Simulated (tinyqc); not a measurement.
A longer run and its error bar: q-state Potts model on a small periodic square lattice: enumeration, Metropolis, heat-bath and Wolff steps. Computed by tinyqc, a small Python program. Command: `OMP_NUM_THREADS=1 python tinyqc.py 3111655 3111656 out.jsonl potts walk`. One thread of a shared host (Intel(R) Xeon(R) Processor @ 2.30GHz), about 0.09 s of CPU time with the checks.

E = -J x (number of nearest-neighbour bonds with equal states); n x n sites with periodic edges have 2 n^2 bonds. Order parameter m = (q f - 1)/(q - 1), f being the largest share of one state. Sites are numbered row by row from 0. Here q = 3 and n = 3.

Inputs (values chosen for the exercise, for a model of domains or grain orientations):

| quantity | value | unit |
|---|---|---|
| number of states q | 3 | - |
| edge n | 3 | - |
| coupling J | 17 | meV |
| temperature T | 288 | K |
| seed | 399687 | - |

Update: heat bath.

Constants: k_B = 8.617333262e-05 eV/K.

Method:
- K = J/(k_B T); the infinite square lattice orders at K_c = ln(1 + sqrt(q)); Wolff bond probability p = 1 - exp(-K).
- All q^(n^2) states are counted by their number b of equal bonds; weights g(b) exp(K b), K = J/(k_B T). Per site: u = -J <b>/n^2, c/k_B = K^2 (<b^2> - <b>^2)/n^2.
- ln Z = ln sum g(b) exp(K b); entropy per site s/k_B = (ln Z - K <b>)/n^2.
- After 400 updates are discarded, b is recorded for 4000 sweeps of n^2 steps of the update named (random numbers not printed, so these rows are one sample). Records are averaged in blocks; the error is the scatter of block means over sqrt(number of blocks), and the last column its square over that for single records.

start states:
```
   1  2  3
1  1  1  1
2  1  0  2
3  1  0  2
```

K = 0.684989

<b> = 11.1379

Blocking:

| block length | mean b | error | variance ratio |
|---|---|---|---|
| 1 | 11.1615 | 0.06024 | 1.0000 |
| 4 | 11.1615 | 0.09139 | 2.3021 |
| 16 | 11.1615 | 0.11534 | 3.6662 |
| 40 | 11.1615 | 0.12143 | 4.0634 |
| 100 | 11.1615 | 0.12171 | 4.0821 |

What follows from these numbers?

The run gives 11.162 +/- 0.121 (blocks of 40) against the exact 11.138, a difference of 0.2 error bars. Single records understate the error by a factor of about 2.0, because successive records are correlated.

Extremes, crossings and ranges named in words are read from the listed rows.
